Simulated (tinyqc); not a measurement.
Longitudinal sound in a periodic multilayer: transfer matrices, stop bands and folded phonons. Changing the density rho_2. Computed by tinyqc, a small Python program. Command: `OMP_NUM_THREADS=1 python tinyqc.py 3008906 3008907 out.jsonl multilayer sweep`. One thread of a shared host (Intel(R) Xeon(R) Processor @ 2.30GHz), about 0.01 s of CPU time with the checks.

Layers 1 and 2 repeat with period d = d_1 + d_2; waves travel normal to the layers, without loss. State vector (u, s): displacement u and stress divided by omega. Impedances Z = rho v are in 1e6 kg/(m^2 s).

Inputs (values chosen for the exercise, modelled on copper (layer 1), tantalum (layer 2) and silica (substrate)):
```
quantity,value,unit
density rho_1,8.92,g/cm^3
velocity v_1,4740,m/s
thickness d_1,7.08,nm
velocity v_2,4130,m/s
thickness d_2,6.17,nm
substrate density,2.24,g/cm^3
substrate velocity,6000,m/s
periods N,4,-
```

Method:
- Z = rho v; interface reflection r = (Z_2 - Z_1)/(Z_2 + Z_1) (stress amplitude, from 1 into 2); Bragg frequency f_B = 1/[2 (d_1/v_1 + d_2/v_2)]; long-wave velocity v_eff = d/sqrt[(d_1/v_1)^2 + (d_2/v_2)^2 + (Z_1/Z_2 + Z_2/Z_1)(d_1/v_1)(d_2/v_2)].
- A layer maps (u, s) by [[cos p, sin p/Z], [-Z sin p, cos p]], p = 2 pi f d_i/v_i; one period is M = M_2 M_1, and cos(q d) = trace(M)/2.
- For N periods A = M^N. A wave comes from a thick layer of material 1 and leaves into the substrate (Z_s): transmitted power T = 4 Z_1 Z_s/|Z_1 A_22 + Z_s A_11 - i (Z_1 Z_s A_12 - A_21)|^2, reflected power R = 1 - T.
- Gap m contains m f_B; its edges, where trace(M)/2 = (-1)^m, are found by root search. Weak-contrast estimate of the width: (4 f_B/pi) |r sin(m pi a)|, a = (d_1/v_1)/(d_1/v_1 + d_2/v_2).

One run for each value:
```
density rho_2 (g/cm^3),width/f_B (%),transmitted power at f_B,interface reflection r,long-wave velocity v_eff (m/s)
11.3,6.28,4.4073e-01,0.04933,4429.6
15.8,27.41,3.8732e-02,0.21364,4332.6
22.3,48.36,2.5054e-03,0.37073,4118.9
31.4,67.88,1.6233e-04,0.50826,3819.4
44.1,85.67,1.0724e-05,0.62319,3468.5
62.1,101.79,6.9363e-07,0.71695,3091.7
87.3,115.98,4.5472e-08,0.79008,2718.6
123.0,128.48,2.9283e-09,0.84633,2362.3
```

Describe and explain the trends.

Over the rows, width/f_B (%) rises from 6.28 to 128 (exponent d ln y / d ln x 4.4 between the first rows and 0.30 between the last); transmitted power at f_B falls from 0.441 to 2.93e-9 (exponent d ln y / d ln x -7.3 between the first rows and -8.0 between the last); interface reflection r rises from 0.0493 to 0.846 (exponent d ln y / d ln x 4.4 between the first rows and 0.20 between the last). Contrast widens the gap and deepens it; it also slows long waves, since the soft layer sets the stiffness and the heavy one the mass.

Caution (rows 62.1, 87.3, 123): so small a transmitted power at f_B holds only for perfect layers and strictly normal incidence.
